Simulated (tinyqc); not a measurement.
Plane-wave Kohn-Sham cycle with exchange-only LDA in a layered model solid, step by step. One step of it, computed by the program tinyqc.

Task: Iteration 1: potential. V_H(G) = 4 pi rho(G)/G^2 for G != 0 (uniform background); v_x = -(3 rho/pi)^(1/3); V = V_ext + V_H + v_x; Fourier components f(G_m) = (1/N) sum_j f(x_j) exp(-i G_m x_j).

A solid whose potential varies along x alone (atomic units):
```
parameter                      value
period a                   17.400000
cross-section of the cell  35.000000
electrons per cell                 4
grid points                       16
plane waves -n..n, n               3
k points                           3
V1 in V1 cos(2 pi x/a)     -0.530000
```

density at the start, on the grid x_j = j a/N (e/bohr^3): [0.00656814, 0.00656814, 0.00656814, 0.00656814, 0.00656814, 0.00656814, 0.00656814, 0.00656814, 0.00656814, 0.00656814, 0.00656814, 0.00656814, 0.00656814, 0.00656814, 0.00656814, 0.00656814]

Give: Potentials on the grid; V(G_m), m = 0, 1, 2, ....

Result:

Potentials on the grid (hartree):
```
x          V_ext     V_H      v_x        V
0.0000   -0.5300  0.0000  -0.1844  -0.7144
1.0875   -0.4897  0.0000  -0.1844  -0.6741
2.1750   -0.3748  0.0000  -0.1844  -0.5592
3.2625   -0.2028  0.0000  -0.1844  -0.3872
4.3500         0  0.0000  -0.1844  -0.1844
5.4375    0.2028  0.0000  -0.1844   0.0184
6.5250    0.3748  0.0000  -0.1844   0.1903
7.6125    0.4897  0.0000  -0.1844   0.3052
8.7000    0.5300  0.0000  -0.1844   0.3456
9.7875    0.4897  0.0000  -0.1844   0.3052
10.8750   0.3748  0.0000  -0.1844   0.1903
11.9625   0.2028  0.0000  -0.1844   0.0184
13.0500        0  0.0000  -0.1844  -0.1844
14.1375  -0.2028  0.0000  -0.1844  -0.3872
15.2250  -0.3748  0.0000  -0.1844  -0.5592
16.3125  -0.4897  0.0000  -0.1844  -0.6741
```

V(G_m), m = 0, 1, 2, ... (hartree): [-0.1844, -0.2650, 0.0000, 0.0000, 0.0000, 0.0000, 0.0000]
